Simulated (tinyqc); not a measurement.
# Planar ballistic transistor, top-of-the-barrier model: what changes with what

At the top of the source barrier, states moving towards the drain are filled by the source (Fermi level 0) and states moving back by the drain (Fermi level -q Vd); nothing scatters. U is the shift of the band edge there, set by the capacitances CG, CD and CS (the total) and by the charge. Parabolic two-dimensional band; the source is grounded.

Inputs (values chosen for the exercise); mass and valleys made up:
- T = 77 K (temperature)
- m = 0.0663 m0 (effective mass)
- gv = 4 (valley degeneracy)
- eox = 7.5 (relative permittivity of the gate insulator)
- tox = 3.2 nm (insulator thickness)
- aG = 0.8 (gate control CG/CS)
- aD = 0.066 (drain control CD/CS)
- E0 = 0.32 eV (band edge at the barrier top above the source Fermi level at zero bias)

Constants: q = 1.602176634e-19 C, kB = 1.380649e-23 J/K, hbar = 1.054571817e-34 J s, m0 = 9.1093837015e-31 kg, Vt = kB T/q, eps0 = 8.8541878128e-14 F/cm where lengths are in cm. Results are converted to the units shown.

Each table varies one quantity; the others keep the values above.

## Output curve

N0 = gv m kB T/(pi hbar^2), CG = eps0 eox/tox, vT = sqrt(2 kB T/(pi m)), CS = CG/aG, n0 = n at U = 0 and Vd = 0. eta1 = -(E0 + U)/Vt, eta2 = eta1 - Vd/Vt, n = (N0/2)[F_0(eta1) + F_0(eta2)], F_0(x) = ln(1 + exp x). U = UL + q (n - n0)/CS with UL = -(aG Vg + aD Vd), energies in eV. I = q (N0/2) vT [F_(1/2)(eta1) - F_(1/2)(eta2)] per width, F_(1/2)(x) = (2/sqrt(pi)) int_0^infinity u^(1/2)/(1 + exp(u - x)) du. CQ = (q/Vt) dn/d(eta1).

In this table Vg = 0.8 V.

Results:
```
Vd (V),eta1,n (cm^-2),I (uA/um),mean velocity I/(q n) (cm/s),CQ/CS
0.01,6.817,4.459e12,257.4,3.603e6,6.822
0.025,7.817,4.368e12,633.3,9.049e6,6.782
0.05,9.440,4.220e12,1212,1.792e7,6.399
0.1,11.12,4.093e12,1755,2.676e7,3.486
0.2,11.36,4.174e12,1812,2.710e7,3.421
0.3,11.58,4.257e12,1866,2.735e7,3.421
0.4,11.81,4.340e12,1920,2.761e7,3.421
0.6,12.26,4.505e12,2029,2.811e7,3.421
0.8,12.71,4.671e12,2141,2.861e7,3.421
```

Estimate the missing row, Vd = 0.15 V.

Computed row:
```
Vd (V),eta1,n (cm^-2),I (uA/um),mean velocity I/(q n) (cm/s),CQ/CS
0.15,11.25,4.133e12,1786,2.697e7,3.421
```

With this row back in the table: The current rises from 257 to 2140 uA/um; n goes from 4.46e12 through a minimum of 4.09e12 (at Vd = 0.1 V among the rows listed) to 4.67e12 cm^-2 and eta1 rises from 6.82 to 12.7. The resistance in the first row is 38.8 ohm um, though nothing scatters in the channel. The current passes 90 % of its last value at Vd = 0.6 V among the rows, where eta2 = -78; returning states are gone from Vd = 0.15 V on (eta2 < -7), and from there the drain control aD lifts eta1 from 11.2 to 12.7.

## Effect of the band edge at the barrier top above the source Fermi level at zero bias

Same model as above.

CQ = (q/Vt) dn/d(eta1).

In this table Vg = 0.8 V, Vd = 0.8 V.

Effect of the band edge at the barrier top above the source Fermi level at zero bias:
```
E0 (eV),eta1,n (cm^-2),I (uA/um),mean velocity I/(q n) (cm/s),CQ/CS
0.1,20.207,7.4269e12,4272.4,3.5905e7,3.4212
0.15,18.503,6.8005e12,3745.6,3.4377e7,3.4212
0.2,16.798,6.1740e12,3242.7,3.2781e7,3.4212
0.25,15.094,5.5476e12,2764.8,3.1106e7,3.4212
0.3,13.390,4.9212e12,2313.4,2.9340e7,3.4212
0.35,11.685,4.2948e12,1890.1,2.7469e7,3.4212
0.4,9.9808,3.6683e12,1497.1,2.5472e7,3.4211
0.45,8.2762,3.0419e12,1136.9,2.3327e7,3.4204
```

As E0 goes from 0.1 to 0.45 eV, n falls from 7.43e12 to 3.04e12 cm^-2, the mean velocity falls from 3.59e7 to 2.33e7 cm/s and the current falls from 4270 to 1140 uA/um. CQ/CS stays near 3.4.

Computed by the program tinyqc: `OMP_NUM_THREADS=1 python tinyqc.py 2400012 2400013 out.jsonl`, one thread of a shared Intel Xeon 2.30GHz, about 0.01 s for the whole run.
